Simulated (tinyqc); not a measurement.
Inside a calculation. Method: UHF in the 3-21g basis, for H3-, spin multiplicity 1. The basis has no diffuse functions, so it cannot describe the extra electron: this is an exercise in the method, not the real anion. One step of it, computed by the program tinyqc.

Problem. Iteration 1: building the Fock matrix. J_ij = sum D_kl (ij|kl) with D = D(alpha) + D(beta), K_ij = sum D_kl (ik|jl) for each spin; F = H + J - K(s); E = tr D H + tr D J / 2 - 0.5 sum_s tr D(s) K(s) + E_nn.

D(alpha) at the start:
```
           1H 1s     1H 2s      2H 1s      2H 2s      3H 1s      3H 2s
1H 1s   0.221777  0.125376   0.102786   0.165825  -0.201741  -0.107023
1H 2s   0.125376  0.172413   0.026272   0.093933   0.014690   0.083556
2H 1s   0.102786  0.026272   0.057619   0.076795  -0.133865  -0.094770
2H 2s   0.165825  0.093933   0.076795   0.123990  -0.150606  -0.079756
3H 1s  -0.201741  0.014690  -0.133865  -0.150606   0.346748   0.280013
3H 2s  -0.107023  0.083556  -0.094770  -0.079756   0.280013   0.256042
```

D(beta) at the start:
```
           1H 1s     1H 2s      2H 1s      2H 2s      3H 1s      3H 2s
1H 1s   0.221784  0.125371  -0.201747  -0.107036   0.102788   0.165820
1H 2s   0.125371  0.172412   0.014694   0.083558   0.026273   0.093934
2H 1s  -0.201747  0.014694   0.346739   0.280015  -0.133858  -0.150588
2H 2s  -0.107036  0.083558   0.280015   0.256049  -0.094767  -0.079746
3H 1s   0.102788  0.026273  -0.133858  -0.094767   0.057616   0.076789
3H 2s   0.165820  0.093934  -0.150588  -0.079746   0.076789   0.123978
```

core Hamiltonian H = T + V (hartree):
```
           1H 1s      1H 2s      2H 1s      2H 2s      3H 1s      3H 2s
1H 1s  -1.297467  -1.209393  -0.573939  -0.800988  -0.573980  -0.801013
1H 2s  -1.209393  -1.390194  -0.732920  -1.042990  -0.732946  -1.043009
2H 1s  -0.573939  -0.732920  -1.017392  -1.032179  -0.026693  -0.224318
2H 2s  -0.800988  -1.042990  -1.032179  -1.181410  -0.224320  -0.509451
3H 1s  -0.573980  -0.732946  -0.026693  -0.224320  -1.017410  -1.032189
3H 2s  -0.801013  -1.043009  -0.224318  -0.509451  -1.032189  -1.181419
```

Two-electron integrals (ij|kl) in chemists' order, unique and non-zero (hartree):
```
(11|11) 1.140145   (21|11) 0.611403   (21|21) 0.345152   (22|11) 0.626370
(22|21) 0.380329   (22|22) 0.482957   (31|11) 0.209241   (31|21) 0.120878
(31|22) 0.137652   (31|31) 0.059539   (32|11) 0.249150   (32|21) 0.153119
(32|22) 0.197003   (32|31) 0.081624   (32|32) 0.132520   (33|11) 0.554330
(33|21) 0.349407   (33|22) 0.471156   (33|31) 0.209241   (33|32) 0.370840
(33|33) 1.140145   (41|11) 0.370840   (41|21) 0.210482   (41|22) 0.234046
(41|31) 0.081624   (41|32) 0.106038   (41|33) 0.249150   (41|41) 0.132520
(42|11) 0.434015   (42|21) 0.265877   (42|22) 0.345284   (42|31) 0.111290
(42|32) 0.171604   (42|33) 0.434015   (42|41) 0.171604   (42|42) 0.271270
(43|11) 0.349407   (43|21) 0.218796   (43|22) 0.294600   (43|31) 0.120878
(43|32) 0.210482   (43|33) 0.611403   (43|41) 0.153119   (43|42) 0.265877
(43|43) 0.345152   (44|11) 0.471156   (44|21) 0.294600   (44|22) 0.404186
(44|31) 0.137652   (44|32) 0.234046   (44|33) 0.626370   (44|41) 0.197003
(44|42) 0.345284   (44|43) 0.380329   (44|44) 0.482957   (51|11) 0.209262
(51|21) 0.120890   (51|22) 0.137664   (51|31) 0.032399   (51|32) 0.040967
(51|33) 0.090826   (51|41) 0.067256   (51|42) 0.084574   (51|43) 0.058520
(51|44) 0.087097   (51|51) 0.059550   (52|11) 0.249163   (52|21) 0.153126
(52|22) 0.197012   (52|31) 0.040965   (52|32) 0.055033   (52|33) 0.124372
(52|41) 0.084608   (52|42) 0.117476   (52|43) 0.080261   (52|44) 0.122184
(52|51) 0.081634   (52|52) 0.132528   (53|11) 0.005070   (53|21) 0.002787
(53|22) 0.002934   (53|31) 0.000968   (53|32) 0.001179   (53|33) 0.002646
(53|41) 0.001697   (53|42) 0.002043   (53|43) 0.001663   (53|44) 0.002234
(53|51) 0.000969   (53|52) 0.001179   (53|53) 0.000023   (54|11) 0.069250
(54|21) 0.041634   (54|22) 0.051150   (54|31) 0.011379   (54|32) 0.014963
(54|33) 0.033593   (54|41) 0.023254   (54|42) 0.031213   (54|43) 0.021645
(54|44) 0.032514   (54|51) 0.020871   (54|52) 0.031591   (54|53) 0.000326
(54|54) 0.007789   (55|11) 0.554346   (55|21) 0.349415   (55|22) 0.471164
(55|31) 0.090819   (55|32) 0.124369   (55|33) 0.282910   (55|41) 0.189916
(55|42) 0.271938   (55|43) 0.182721   (55|44) 0.281310   (55|51) 0.209262
(55|52) 0.370852   (55|53) 0.002646   (55|54) 0.084428   (55|55) 1.140145
(61|11) 0.370852   (61|21) 0.210489   (61|22) 0.234053   (61|31) 0.067252
(61|32) 0.084607   (61|33) 0.189918   (61|41) 0.124580   (61|42) 0.156596
(61|43) 0.120531   (61|44) 0.168845   (61|51) 0.081634   (61|52) 0.106046
(61|53) 0.001697   (61|54) 0.028315   (61|55) 0.249163   (61|61) 0.132528
(62|11) 0.434025   (62|21) 0.265883   (62|22) 0.345292   (62|31) 0.084568
(62|32) 0.117474   (62|33) 0.271940   (62|41) 0.156594   (62|42) 0.227329
(62|43) 0.173279   (62|44) 0.251948   (62|51) 0.111301   (62|52) 0.171613
(62|53) 0.002043   (62|54) 0.042732   (62|55) 0.434025   (62|61) 0.171613
(62|62) 0.271280   (63|11) 0.069248   (63|21) 0.041634   (63|22) 0.051149
(63|31) 0.020869   (63|32) 0.031590   (63|33) 0.084428   (63|41) 0.028313
(63|42) 0.042731   (63|43) 0.048648   (63|44) 0.055511   (63|51) 0.011380
(63|52) 0.014963   (63|53) 0.000326   (63|54) 0.004099   (63|55) 0.033593
(63|61) 0.023255   (63|62) 0.031213   (63|63) 0.007789   (64|11) 0.198932
(64|21) 0.120827   (64|22) 0.153546   (64|31) 0.043829   (64|32) 0.062809
(64|33) 0.150323   (64|41) 0.074413   (64|42) 0.109945   (64|43) 0.093976
(64|44) 0.128869   (64|51) 0.043833   (64|52) 0.062811   (64|53) 0.000937
(64|54) 0.016320   (64|55) 0.150323   (64|61) 0.074416   (64|62) 0.109946
(64|63) 0.016320   (64|64) 0.048967   (65|11) 0.349415   (65|21) 0.218801
(65|22) 0.294605   (65|31) 0.058516   (65|32) 0.080259   (65|33) 0.182721
(65|41) 0.120530   (65|42) 0.173277   (65|43) 0.117985   (65|44) 0.181042
(65|51) 0.120890   (65|52) 0.210489   (65|53) 0.001663   (65|54) 0.048648
(65|55) 0.611403   (65|61) 0.153126   (65|62) 0.265883   (65|63) 0.021645
(65|64) 0.093976   (65|65) 0.345152   (66|11) 0.471164   (66|21) 0.294605
(66|22) 0.404190   (66|31) 0.087091   (66|32) 0.122180   (66|33) 0.281310
(66|41) 0.168842   (66|42) 0.251945   (66|43) 0.181042   (66|44) 0.273747
(66|51) 0.137664   (66|52) 0.234053   (66|53) 0.002234   (66|54) 0.055511
(66|55) 0.626370   (66|61) 0.197012   (66|62) 0.345292   (66|63) 0.032514
(66|64) 0.128869   (66|65) 0.380329   (66|66) 0.482957
```

nuclear repulsion = 1.41003727 hartree

Give: Coulomb J; exchange K(alpha); exchange K(beta); F(alpha); F(beta); total energy of this density.

Solution.

Coulomb J (hartree):
```
       1H 1s  1H 2s  2H 1s  2H 2s  3H 1s  3H 2s
1H 1s  2.553  1.529  0.584  0.946  0.584  0.946
1H 2s  1.529  1.921  0.871  1.399  0.871  1.399
2H 1s  0.584  0.871  2.247  1.342  0.012  0.219
2H 2s  0.946  1.399  1.342  1.706  0.219  0.612
3H 1s  0.584  0.871  0.012  0.219  2.247  1.342
3H 2s  0.946  1.399  0.219  0.612  1.342  1.706
```

exchange K(alpha) (hartree):
```
       1H 1s  1H 2s   2H 1s  2H 2s   3H 1s  3H 2s
1H 1s  0.624  0.523   0.301  0.408   0.180  0.324
1H 2s  0.523  0.565   0.290  0.409   0.360  0.449
2H 1s  0.301  0.290   0.379  0.347  -0.027  0.087
2H 2s  0.408  0.409   0.347  0.397   0.081  0.210
3H 1s  0.180  0.360  -0.027  0.081   0.798  0.579
3H 2s  0.324  0.449   0.087  0.210   0.579  0.537
```

exchange K(beta) (hartree):
```
       1H 1s  1H 2s   2H 1s  2H 2s   3H 1s  3H 2s
1H 1s  0.624  0.523   0.180  0.324   0.301  0.408
1H 2s  0.523  0.565   0.360  0.449   0.290  0.409
2H 1s  0.180  0.360   0.798  0.579  -0.027  0.081
2H 2s  0.324  0.449   0.579  0.537   0.087  0.210
3H 1s  0.301  0.290  -0.027  0.087   0.379  0.347
3H 2s  0.408  0.409   0.081  0.210   0.347  0.397
```

F(alpha) (hartree):
```
        1H 1s   1H 2s   2H 1s   2H 2s   3H 1s   3H 2s
1H 1s   0.632  -0.204  -0.291  -0.263  -0.170  -0.179
1H 2s  -0.204  -0.035  -0.152  -0.054  -0.222  -0.093
2H 1s  -0.291  -0.152   0.851  -0.037   0.012  -0.093
2H 2s  -0.263  -0.054  -0.037   0.127  -0.087  -0.108
3H 1s  -0.170  -0.222   0.012  -0.087   0.431  -0.269
3H 2s  -0.179  -0.093  -0.093  -0.108  -0.269  -0.013
```

F(beta) (hartree):
```
        1H 1s   1H 2s   2H 1s   2H 2s   3H 1s   3H 2s
1H 1s   0.632  -0.204  -0.170  -0.179  -0.291  -0.263
1H 2s  -0.204  -0.035  -0.222  -0.093  -0.152  -0.054
2H 1s  -0.170  -0.222   0.431  -0.269   0.012  -0.087
2H 2s  -0.179  -0.093  -0.269  -0.013  -0.093  -0.108
3H 1s  -0.291  -0.152   0.012  -0.093   0.851  -0.037
3H 2s  -0.263  -0.054  -0.087  -0.108  -0.037   0.127
```

total energy of this density = -1.11521 hartree

This density is the starting one.
